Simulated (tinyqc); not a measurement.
Starting guesses with plain Roothaan steps: SCF starting guesses in the sto-3g basis, for H3, spin multiplicity 2. Computed by the program tinyqc with PySCF. UHF with one setting changed at a time; a run stops when the energy changes by less than 1e-09 hartree and the error matrix is below 1e-5. Starts: the lowest orbitals of the core Hamiltonian, of the Wolfsberg-Helmholz matrix (K = 1.75), projected atomic densities, random orbitals, and the highest orbitals of the core Hamiltonian (a deliberately bad start).

Geometry (angstrom):

| atom | x | y | z |
|---|---|---|---|
| H | 0.0000 | 0.0000 | 0.0000 |
| H | 0.0000 | 0.0000 | 0.8910 |
| H | 0.0000 | 0.8490 | 0.4460 |

lowest solution found by these runs and by PySCF with stability checks = -1.338031 hartree

Largest element of the error matrix X^T (FDS - SDF) X:

| iteration | core | Wolfsberg-Helmholz | atomic densities | random | highest core orbitals |
|---|---|---|---|---|---|
| 1 | 5.9e-02 | 6.3e-02 | 8.5e-03 | 2.6e-01 | 7.5e-02 |
| 2 | 2.1e-02 | 2.3e-02 | 6.8e-02 | 1.8e-01 | 6.6e-02 |
| 3 | 7.7e-03 | 8.3e-03 | 2.5e-02 | 8.0e-02 | 2.4e-02 |
| 4 | 2.8e-03 | 3.0e-03 | 8.9e-03 | 5.3e-02 | 8.6e-03 |
| 5 | 1.0e-03 | 1.1e-03 | 3.2e-03 | 3.5e-02 | 3.1e-03 |
| 6 | 3.8e-04 | 4.1e-04 | 1.2e-03 | 2.3e-02 | 1.1e-03 |
| 8 | 6.6e-05 | 7.0e-05 | 1.7e-04 | 9.5e-03 | 1.6e-04 |
| 10 | 5.9e-05 | 6.0e-05 | 6.2e-05 | 4.3e-03 | 4.1e-05 |
| 14 | 5.0e-05 | 5.1e-05 | 5.2e-05 | 3.5e-03 | 3.5e-05 |
| 20 | 3.9e-05 | 4.0e-05 | 4.1e-05 | 2.6e-03 | 2.8e-05 |
| 30 | 2.7e-05 | 2.8e-05 | 2.8e-05 | 1.6e-03 | 1.9e-05 |
| 45 | 1.5e-05 | 1.6e-05 | 1.6e-05 | 8.3e-04 | 1.1e-05 |
| 60 | - | - | 9.1e-06 | 4.6e-04 | - |

How each run ends:

| run | iterations | E (hartree) | state |
|---|---|---|---|
| core | 58 | -1.338031 | lowest found |
| Wolfsberg-Helmholz | 59 | -1.338031 | lowest found |
| atomic densities | 60 | -1.338031 | lowest found |
| random | >60 | -1.338014 | falls steadily but slowly, by a factor of about 0.96 a step |
| highest core orbitals | 49 | -1.338031 | lowest found |

What does the comparison show, and why?

4 of 5 runs reach the lowest solution found, in 49 to 60 iterations (fastest: highest core orbitals). Not converged: random. The first errors are 6e-02, 6e-02, 9e-03, 3e-01, 7e-02.
